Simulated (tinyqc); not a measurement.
What each parameter does: pair of shallow donors (hydrogen-like orbitals).

Each donor has the orbital exp(-r/a); energy unit Ha* = q/(eps a), q = e^2/(4 pi eps0), so that a lone donor is bound by Ha*/2; x = R/a. One electron: S = (1 + x + x^2/3) exp(-x), j = 1/x - (1 + 1/x) exp(-2x), k = (1 + x) exp(-x); levels E(+/-) = -1/2 - (j +/- k)/(1 +/- S) in Ha*, without the repulsion of the ions, split by D = |E(-) - E(+)|. In six valleys the overlaps S and k are multiplied by v = [cos(K Rx) + cos(K Ry) + cos(K Rz)]/3, K = k0 (2 pi/a_lat), for isotropic envelopes and the symmetric valley state.

Two electrons, Heitler-London: with S' = (1 - x + x^2/3) exp(x), C = 1/x - exp(-2x)(1/x + 11/8 + 3x/4 + x^2/6), X = (1/5){exp(-2x)(25/8 - 23x/4 - 3x^2 - x^3/3) + (6/x)[S^2 (0.5772157 + ln x) + S'^2 Ei(-4x) - 2 S S' Ei(-2x)]}, Q = C - 2j + 1/x and A = X - 2 S k + S^2/x, the singlet and triplet lie at (Q +/- w A)/(1 +/- w S^2) from two lone donors, with the valley weight w = v^2; the exchange is J = triplet - singlet.

Constants: e^2/(4 pi eps0) = 14.39964547 eV angstrom.

Inputs chosen for the exercise (near those of two donors in Si; not measured data):

| symbol | value | unit | meaning |
|---|---|---|---|
| a | 17.9 | angstrom | orbital radius |
| eps | 11.7 |  | dielectric constant |
| n | (7, 7, 0) | a_lat | separation vector |
| a_lat | 5.431 | angstrom | lattice constant |
| k0 | 0.847 | 2 pi/a_lat | valley position |

x, D = |E(-) - E(+)| and J.

Results for these values:

| case | x | D (meV) | J (micro-eV) |
|---|---|---|---|
| base | 3.004 | 12.07 | 4.71e+03 |

What happens to each result for eps = 12.9, all else kept?

Answer: x does not change at the printed digits; D falls from 12.07 to 10.95; J falls from 4.71e+03 to 4.28e+03.

The same for each parameter in turn:

| case | x | D (meV) | J (micro-eV) |
|---|---|---|---|
| base | 3.004 | 12.07 | 4.71e+03 |
| a = 16.1 angstrom | 3.339 | 10.59 | 3.38e+03 |
| eps = 12.9 | 3.004 | 10.95 | 4.28e+03 |
| k0 = 0.827 2 pi/a_lat | 3.004 | 5.891 | 1.31e+03 |
| n = (8, 7, 0) a_lat | 3.225 | 7.305 | 1.91e+03 |

tinyqc: `OMP_NUM_THREADS=1 python tinyqc.py 1250408 1250409 out.jsonl`; about 0.01 s, one thread, shared Intel(R) Xeon(R) Processor @ 2.30GHz.
